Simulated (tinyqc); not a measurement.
# Long-channel MOSFET, surface-potential model: two studies

n-channel transistor on a uniformly doped p-type body, gradual-channel approximation, constant mobility, Boltzmann statistics, full ionisation. Potentials are counted from the neutral body; V is the electron quasi-Fermi potential, Vsb at the source and Vsb + Vds at the drain. Charges are magnitudes per area.

Inputs (values chosen for the exercise); material values close to those of silicon:
- T = 273 K (temperature)
- Eg = 1.13 eV (band gap)
- eps_r = 11.8 (relative permittivity of the semiconductor)
- Nc = 2.4e19 cm^-3 (conduction-band density of states at T)
- Nv = 2.26e19 cm^-3 (valence-band density of states at T)
- Na = 8.4e16 cm^-3 (acceptor density of the body)
- eox = 25.6 (relative permittivity of the gate insulator)
- tox = 49 nm (insulator thickness)
- Vfb = -0.36 V (flat-band voltage)
- mu = 180 cm^2/(V s) (channel mobility)
- W = 5 um (gate width)
- L = 0.5 um (gate length)
- Vsb = 2 V (source-body reverse bias)
- Vgs = 1.33 V (gate-source voltage)
- Vds = 0.2 V (drain-source voltage)

Constants: q = 1.602176634e-19 C, kB = 1.380649e-23 J/K, Vt = kB T/q, eps0 = 8.8541878128e-14 F/cm where lengths are in cm. Results are converted to the units shown.

Each table varies one quantity; the others keep the values above.

## Effect of the insulator thickness

ni = sqrt(Nc Nv) exp(-Eg/(2 Vt)), Eg in volts; phiF = Vt ln(Na/ni); Cox = eps0 eox/tox; gamma = sqrt(2 q eps0 eps_r Na)/Cox. The surface potential psi at channel potential V solves Vgs + Vsb - Vfb - psi = gamma sqrt(G), G = psi - Vt + Vt exp((psi - 2 phiF - V)/Vt). Charge sheet: Qi = Cox gamma [sqrt(G) - sqrt(psi - Vt)]; I = mu (W/L) [integral of Qi dpsi from psi_0 to psi_L (drift) + Vt (Qi0 - QiL) (diffusion)], with psi_0 at V = Vsb and psi_L at V = Vsb + Vds. VT = Vfb + 2 phiF + gamma sqrt(2 phiF + Vsb), m = 1 + gamma/(2 sqrt(2 phiF + Vsb)). The swing is 20 mV/log10[I(VT - 0.14 V)/I(VT - 0.16 V)] of the charge-sheet current at the given Vds.

Effect of the insulator thickness:
```
tox (nm)  gamma (V^0.5)  VT (V)      m  swing (mV/decade)  I at Vgs, Vds (uA)
16               0.1184  0.7057  1.035              56.37               177.8
22               0.1628  0.7809  1.048              57.10               107.8
30               0.2220  0.8810  1.066              58.08               57.19
40               0.2959   1.006  1.087              59.31               22.90
54               0.3995   1.182  1.118              61.02               2.660
73               0.5401   1.420  1.160              63.34            0.002165
98               0.7250   1.733  1.214              66.40            5.163e-8
```

As tox goes from 16 to 98 nm, VT rises from 0.706 to 1.73 V, the swing rises from 56.4 to 66.4 mV a decade and the current falls from 178 to 5.16e-8 uA. The swing is 0.55 % above m Vt ln 10 in the first row and 0.95 % above it in the last. The gate voltage is below VT in 2 of the 7 rows. For tox = 16 to 40 nm the surface electron density at the source passes 0.3 Nc, where degeneracy and quantisation, left out here, matter.

## Output curve

Pao-Sah: Qi(V) = (Cox gamma/2) integral from 3 Vt to psi of exp((u - 2 phiF - V)/Vt)/sqrt(G(u, V)) du, and I = mu (W/L) integral of Qi dV from Vsb to Vsb + Vds. Square law: VT = Vfb + 2 phiF + gamma sqrt(2 phiF + Vsb), m = 1 + gamma/(2 sqrt(2 phiF + Vsb)), I = mu Cox (W/L) [(Vgs - VT) v - m v^2/2] with v the smaller of Vds and (Vgs - VT)/m, and zero below VT.

In this table Vgs = 1.42 V.

Output curve:
```
Vds (V)  psi_L (V)  QiL (nC/cm^2)  I, charge sheet (uA)  I, Pao-Sah (uA)  I, square law (uA)
0.05         3.013          64.90                 6.727            6.840               11.38
0.1          3.053          44.27                 11.57            11.76               20.45
0.15         3.090          25.61                 14.66            14.90               27.22
0.2          3.119          10.75                 16.24            16.50               31.69
0.24         3.133          3.598                 16.72            16.99               33.60
0.29         3.139         0.5558                 16.87            17.14               34.07
0.34         3.140        0.06914                 16.90            17.16               34.07
0.39         3.140       0.008298                 16.90            17.16               34.07
0.44         3.140       9.913e-4                 16.90            17.16               34.07
```

Read the table: what changes, and by how much?

The Pao-Sah current rises from 6.84 to 17.2 uA, while the charge at the drain end falls from 64.9 to 9.91e-4 nC/cm^2. The current first comes within 1 % of its last value at Vds = 0.29 V among the rows listed; the square law saturates at (Vgs - VT)/m = 0.272 V. Over the last two rows psi_L moves by less than 1 mV: the drain has lost hold of the surface potential, so the current no longer grows. In the last row the charge sheet is 1.6 % below Pao-Sah and the square law 99 % above it. In every row the surface electron density at the source passes 0.3 Nc, where degeneracy and quantisation, left out here, matter.

Program tinyqc, `OMP_NUM_THREADS=1 python tinyqc.py 2360086 2360087 out.jsonl`; Intel Xeon 2.30GHz, shared host, one thread, about 0.03 s.
